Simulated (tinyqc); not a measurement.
# Resistance of a source-drain extension with a graded tip: two studies

y runs along the channel, the gate covers y > 0. The doping is N0 for y < y0 and N0 10^(-(y - y0)/la) beyond, uniform over the depth xj. Sheet conductance s(y) = q mu(N) max(N - Nch, 0) xj + (for y > 0) ma Cox Vo, with mu(N) = u0 + (u1 - u0)/(1 + (N/Nr)^au) and Cox = eps0 eox/tox. Current is taken as one-dimensional; depletion of the tip, spreading and the contact are left out. The metallurgical junction lies at yj, where N = Nch.

Parameters, values chosen for the exercise; mobility law close to that of electrons in silicon: relative permittivity of the gate insulator (close to zirconium oxide) eox = 25.5; insulator thickness tox = 3.6 nm; active doping of the extension far from the gate N0 = 6.7e19 cm^-3; lateral abruptness la = 3.6 nm/decade; position under the gate where the fall begins (gate edge at 0) y0 = 0.3 nm; depth of the extension xj = 27 nm; channel doping Nch = 1.7e18 cm^-3; spacer length Ls = 14 nm; gate overdrive Vo = 0.81 V; mobility of the gate-induced layer ma = 230 cm^2/(V s); mobility at low doping u1 = 1414 cm^2/(V s); mobility at high doping u0 = 68.5 cm^2/(V s); reference doping Nr = 9.2e16 cm^-3; exponent au = 0.711; gate length Lg = 90 nm.

Constants: q = 1.602176634e-19 C, eps0 = 8.8541878128e-14 F/cm where lengths are in cm. Results are converted to the units shown.

Each table varies one quantity; the others keep the values above.

## Abruptness at a fixed junction position

R_spacer = integral of dy/s from -Ls to 0, R_ov from 0 to yj, R_channel = (Lg - 2 yj)/(ma Cox Vo), R_total = 2 R_spacer + 2 R_ov + R_channel. Electrical length L_eff = ma Cox dR_total/d(1/Vo); R_series = R_total - L_eff/(ma Cox Vo). y0 is moved with la so that yj stays at 6.0443 nm.

The same in every row: yj (nm) = 6.044; R_channel (ohm um) = 66.68.

Result of one run:
```
la (nm/decade)  R_spacer (ohm um)  R_ov (ohm um)  R_total (ohm um)  L_eff (nm)  R_series (ohm um)
1                           6.134          2.251             83.45       80.63              14.44
```

What becomes of these results when the lateral abruptness la is changed from 1 to 8.7 nm/decade, all else the same?

Result of the changed run:
```
la (nm/decade)  R_spacer (ohm um)  R_ov (ohm um)  R_total (ohm um)  L_eff (nm)  R_series (ohm um)
8.7                         12.76          4.599             101.4       87.52              26.49
```

The whole series:
```
la (nm/decade)  R_spacer (ohm um)  R_ov (ohm um)  R_total (ohm um)  L_eff (nm)  R_series (ohm um)
1                           6.134          2.251             83.45       80.63              14.44
2.3                         6.134          2.900             84.75       82.37              14.25
3.6                         6.134          3.549             86.05       84.11              14.06
4.9                         6.519          4.061             87.84       85.59              14.59
6.1                         7.750          4.318             90.82       86.46              16.82
7.4                         9.901          4.488             95.46       87.09              20.93
8.7                         12.76          4.599             101.4       87.52              26.49
10                          16.21          4.679             108.5       87.84              33.28
```

As la goes from 1 to 10 nm/decade, R_total rises from 83.5 to 108 ohm um, R_spacer rises from 6.13 to 16.2 ohm um and R_ov rises from 2.25 to 4.68 ohm um. R_total changes on average by 2.78 ohm um for each nm/decade. L_eff exceeds the metallurgical length by 2.72 nm in the first row and 9.93 nm in the last, since the gate also controls the lightly doped tips.

## Effect of the gate overdrive

Same model as above.

The same in every row: yj (nm) = 6.044; R_spacer (ohm um) = 6.134.

Effect of the gate overdrive:
```
Vo (V)  R_ov (ohm um)  R_channel (ohm um)  R_total (ohm um)  L_eff (nm)  R_series (ohm um)
0.15            10.52               360.1             393.4       80.38              21.90
0.3             7.020               180.0             206.3       81.71              17.52
0.45            5.392               120.0             143.1       82.64              15.76
0.6             4.417               90.02             111.1       83.35              14.82
0.75            3.757               72.02             91.80       83.91              14.24
0.9             3.278               60.01             78.84       84.37              13.85
1.05            2.912               51.44             69.53       84.77              13.57
1.2             2.622               45.01             62.52       85.10              13.36
```

As Vo goes from 0.15 to 1.2, R_total falls from 393 to 62.5 ohm um, L_eff rises from 80.4 to 85.1 nm and R_series falls from 21.9 to 13.4 ohm um. Both extracted quantities depend on the overdrive at which they are taken.

tinyqc, about 0.04 s, one thread, Intel Xeon 2.30GHz (shared host): `OMP_NUM_THREADS=1 python tinyqc.py 2282236 2282237 out.jsonl`
